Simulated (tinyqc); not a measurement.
Resistance of a tapered via with liner, size effect and interface: two fill metals against the diameter.

A round via whose diameter grows from db at the bottom as D(z) = db + 2 z/tan(ang). The fill, of diameter D - 2 tl, starts above the bottom liner (thickness fb tl) and has rho = rho0 (1 + ks lam/(D - 2 tl)); the sidewall liner conducts in parallel with it. The bottom liner and the interface are crossed over the full area pi db^2/4. Spreading in the lines above and below is left out.

Slices between z0 = fb tl and hv, evaluated at their midpoints: conductance per length pi/4 [(D - 2 tl)^2/rho + (D^2 - (D - 2 tl)^2)/rl], slice resistance = slice height over that. 2000 slices. R_fill = sum of the slices; R_bottom = rl fb tl/(pi db^2/4); R_interface = ri/(pi db^2/4). The second fill has rho2, lam2 and tl2 in place of rho0, lam and tl.

Parameters, values chosen for the exercise; fill metal close to cobalt: height hv = 130 nm; sidewall angle ang = 88 degrees; bulk resistivity of the fill rho0 = 6.32 uohm cm; mean free path of the fill lam = 12.1 nm; size-effect factor ks = 1.5; liner on the sidewall tl = 1.8 nm; liner at the bottom over that on the sidewall fb = 0.7; resistivity of the liner rl = 470 uohm cm; interface resistivity at the bottom ri = 2.8e-12 ohm cm^2; ballistic conductance per area, about 3/(4 rho0 lam) Sb = 1e15 S/m^2; bulk resistivity of the second fill (close to copper) rho2 = 1.67 uohm cm; its mean free path lam2 = 40.8 nm; its liner tl2 = 2.5 nm.

Two fill metals against the diameter:
```
db (nm)	R, first fill (ohm)	R, second fill (ohm)	ratio second/first
8.5	592.6	772.3	1.303
12	230.8	240.5	1.042
17	97.32	89.83	0.9230
24	43.51	37.42	0.8600
35	18.68	15.30	0.8190
49	8.984	7.149	0.7957
70	4.201	3.273	0.7791
100	1.989	1.528	0.7679
```

The ratio goes from 1.30 to 0.768. The two fills give the same R at db = 13.2 nm; below it the first gives the lower R. Ratios within a few per cent of 1 are a tie, given that ballistic terms are left out.

Computed by the program tinyqc: `OMP_NUM_THREADS=1 python tinyqc.py 2750175 2750176 out.jsonl`, one thread of a shared Intel Xeon 2.30GHz, about 0.01 s for the whole run.
